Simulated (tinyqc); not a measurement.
# Schottky barrier on an n-type semiconductor, non-linear Poisson equation by Newton steps: two studies

One dimension, metal at x = 0, donor density C(x) = Nd, uniform. Energies are counted from the electron Fermi level of the semiconductor and the conduction-band edge is Ec = -psi, so n = Nc exp(psi/Vt); holes follow the Fermi level of the metal, at -V, so p = Nv exp((V - psi - Eg)/Vt). Ends: psi(0) = V - phiB and psi = Vt ln(Nd/Nc) deep inside. Boltzmann statistics, full ionisation, no current, no image force in the Poisson equation.

Inputs (values chosen for the exercise); band and dielectric values close to those of indium phosphide:

| symbol | value | unit | meaning |
|---|---|---|---|
| T | 293 | K | temperature |
| Eg | 1.36 | eV | band gap |
| eps_r | 12.5 |  | relative permittivity |
| Nc | 5.6e17 | cm^-3 | conduction-band density of states at T |
| Nv | 1.07e19 | cm^-3 | valence-band density of states at T |
| Nd | 1.9e16 | cm^-3 | donor density deep in the semiconductor |
| phiB | 0.71 | eV | barrier height |
| V | -0.6 | V | bias of the metal against the semiconductor |

Constants: q = 1.602176634e-19 C, kB = 1.380649e-23 J/K, Vt = kB T/q, eps0 = 8.8541878128e-14 F/cm where lengths are in cm. Results are converted to the units shown.

Each table varies one quantity; the others keep the values above.

## Capacitance-voltage profiling

The Poisson equation d/dx(eps0 eps_r dpsi/dx) = -q (p - n + C) is solved on a mesh of about 1000 nodes or more that ends in neutral material. C_s = q d/dV of the integral of n over x, from the linearised equation. Probed depth w = eps0 eps_r/C_s; apparent doping N_app = C_s^3/(q eps0 eps_r dC_s/dV), the derivative by central differences over +/- 0.02 V.

The same in every row: true C(w) (cm^-3) = 1.900e16.

Capacitance-voltage profiling:

| V (V) | C_s (nF/cm^2) | w (nm) | N_app (cm^-3) | \|E_0\| (kV/cm) |
|---|---|---|---|---|
| 0 | 53.02 | 208.8 | 1.899e16 | 57.42 |
| -0.8 | 34.70 | 319.0 | 1.900e16 | 87.74 |
| -1.6 | 27.68 | 399.9 | 1.900e16 | 110.0 |
| -2.4 | 23.70 | 467.0 | 1.900e16 | 128.4 |
| -3.2 | 21.06 | 525.6 | 1.900e16 | 144.6 |
| -4 | 19.14 | 578.3 | 1.900e16 | 159.1 |
| -4.8 | 17.66 | 626.6 | 1.900e16 | 172.3 |
| -5.6 | 16.48 | 671.4 | 1.900e16 | 184.7 |
| -6.4 | 15.51 | 713.4 | 1.900e16 | 196.2 |
| -7.2 | 14.70 | 753.1 | 1.900e16 | 207.1 |
| -8 | 14.00 | 790.8 | 1.900e16 | 217.5 |

C_s falls from 53.0 to 14.0 nF/cm^2 while the probed depth goes from 209 to 791 nm. The apparent doping stays near 1.90e16 cm^-3. It departs most from the true doping at that depth for V = 0 V, where it is 0.070 % below it; so the doping is read well over the depths probed.

## Effect of the relative permittivity

First integral for uniform doping: E_0^2 = (2 q/(eps0 eps_r)) [Nd (U - Vt + Vt exp(-U/Vt)) + Vt p_0], U = Vbi - V, Vbi = phiB - Vt ln(Nc/Nd), p_0 = Nv exp((phiB - Eg)/Vt) (deep holes neglected). Image-force lowering dphi = sqrt(q E_0/(4 pi eps0 eps_r)), at x_m = sqrt(q/(16 pi eps0 eps_r E_0)). W = sqrt(2 eps0 eps_r U/(q Nd)).

The same in every row: Vbi (V) = 0.6246; p_0/Nd = 3.717e-9.

Results:

| eps_r | W (nm) | E_0 (kV/cm) | dphi (mV) | exp(dphi/Vt) |
|---|---|---|---|---|
| 6 | 206.7 | 117.2 | 53.04 | 8.173 |
| 8 | 238.7 | 101.5 | 42.75 | 5.436 |
| 10 | 266.9 | 90.81 | 36.16 | 4.188 |
| 12 | 292.4 | 82.90 | 31.54 | 3.487 |
| 14 | 315.8 | 76.75 | 28.10 | 3.043 |
| 16 | 337.6 | 71.79 | 25.42 | 2.737 |
| 20 | 377.5 | 64.21 | 21.50 | 2.343 |

Estimate the missing row, eps_r = 18.

Computed row:

| eps_r | W (nm) | E_0 (kV/cm) | dphi (mV) | exp(dphi/Vt) |
|---|---|---|---|---|
| 18 | 358.1 | 67.69 | 23.27 | 2.513 |

With this row back in the table: As eps_r goes from 6 to 20, the surface field falls from 117 to 64.2 kV/cm, the lowering falls from 53.0 to 21.5 mV and W rises from 207 to 377 nm. Over the table the lowering goes as eps_r^(-0.75); the depletion formulas give -3/4.

tinyqc, about 0.04 s, one thread, Intel Xeon 2.30GHz (shared host): `OMP_NUM_THREADS=1 python tinyqc.py 2020004 2020005 out.jsonl`
